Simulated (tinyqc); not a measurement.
Spin coating of a resist or spin-on film: centrifugal thinning, evaporation and the final thickness (Emslie and Meyerhofer models): one step, computed by the program tinyqc. Command: `OMP_NUM_THREADS=1 python tinyqc.py 3111313 3111314 out.jsonl spincoat walk`. One thread of a shared host (Intel(R) Xeon(R) Processor @ 2.30GHz), about 0.09 s of CPU time with the checks.

A Newtonian film stays uniform over the wafer; solvent and solids have the same density and the concentration is uniform through the thickness.

Task: Thinning without evaporation. dh/dt = -K h^3 gives h = h0/sqrt(1 + 2 K h0^2 t); for long times h = 1/sqrt(2 K t).

Inputs (values chosen for the exercise, of the order of those of a polymer resist in an ester solvent): starting thickness h0 = 300 micrometre; time t = 1.8 s.

flow constant K = 0.009460474 1/(micrometre^2 s)

Give: h(t) without evaporation; long-time form; time 1/(2 K h0^2).

Result:

h(t) without evaporation = 5.4178 micrometre

long-time form = 5.4187 micrometre

time 1/(2 K h0^2) = 5.8724e-04 s

The long-time form is within 0.016 %: the starting thickness is forgotten.
